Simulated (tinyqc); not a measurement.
Surface orientation and number of bands: six-band hole subbands of a thin body in a field.

Basis X, Y, Z times spin, hole energies counted downwards from the unstrained edge (the hydrostatic shift is left out), c = hbar^2/2m0. For a symmetric tensor T let C(T) have C_XX = L Txx + M (Tyy + Tzz), C_XY = N Txy (cyclic), L = c (g1 + 4 g2), M = c (g1 - 2 g2), N = 6 c g3. k = q + kz n, n the unit normal, q = k1 u + k2 v with u along the channel [1-10] and v = n x u. H = C(k k^T) + (Dso/3)(1 - L.sigma) - B + e F z with (L_k)_ij = -i epsilon_kij; B is the block C built from the traceless strain with 2b, -b and sqrt(3) d in place of L, M, N. Strain: exx = eyy = (s11 + s12) sx/2, ezz = s12 sx, exy = -s44 sx/4. Hard walls at z = 0 and t; basis sin(j pi z/t), j = 1 to Nz: kz^2 = (j pi/t)^2, kz = -i D with D_jl = 4 j l/(t (j^2 - l^2)), z_jj = t/2 and z_jl = -8 t j l/(pi (j^2 - l^2))^2 for j + l odd; 1 MV/cm = 0.01 eV/angstrom.

Nz = 14. E1 is the top subband at q = 0, gap the distance to the next pair, and the masses are c q^2/(E(q) - E1) at |q| = 0.02 1/angstrom (mean of the spin pair) along the channel [1-10] and across it in the plane; a dash marks a band that does not rise.

Constants: hbar^2/2m0 = 3.80998211 eV angstrom^2.

Inputs chosen for the exercise (near those of a p-type Si channel; not measured data): g1 = 4.3 (Luttinger gamma1); g2 = 0.34 (gamma2); g3 = 1.44 (gamma3); Dso = 0.043 eV (spin-orbit splitting); b = -2.1 eV (tetragonal potential); d = -4.82 eV (trigonal potential); S = (7.58, -2.16, 12.55) 1/TPa (compliances s11, s12, s44); t = 55 angstrom (body thickness); F = 0.2 MV/cm (field across the body); sx = 0 GPa (stress along the channel [1-10], negative in compression).

Three faces, six bands; and four bands, with Dso set to 1000 eV.

Results:

| case | E1 (meV) | gap (meV) | m channel | m across |
|---|---|---|---|---|
| (001) 6 bands | 97.1 | 13.6 | 0.407 | 0.407 |
| (001) 4 bands | 97.1 | 17.7 | 0.343 | 0.343 |
| (110) 6 bands | 50.9 | 29.7 | 0.117 | 0.278 |
| (110) 4 bands | 71.5 | 66.7 | 0.150 | 0.285 |
| (111) 6 bands | 65.7 | 24.9 | 0.264 | 0.268 |
| (111) 4 bands | 65.7 | 61.6 | 0.188 | 0.188 |

What can be read from this table?

With six bands the top subband is shallowest on (110) (50.9 meV) and deepest on (001). The lightest channel mass is on (110) (0.117 m0). Dropping the split-off band moves E1 by 0.0, 20.6 and 0.0 meV and the gap by 4.1, 37.0 and 36.7 meV on the three faces, with Dso = 43 meV.

tinyqc: `OMP_NUM_THREADS=1 python tinyqc.py 1280569 1280570 out.jsonl`; about 0.4 s, one thread, shared Intel(R) Xeon(R) Processor @ 2.30GHz.
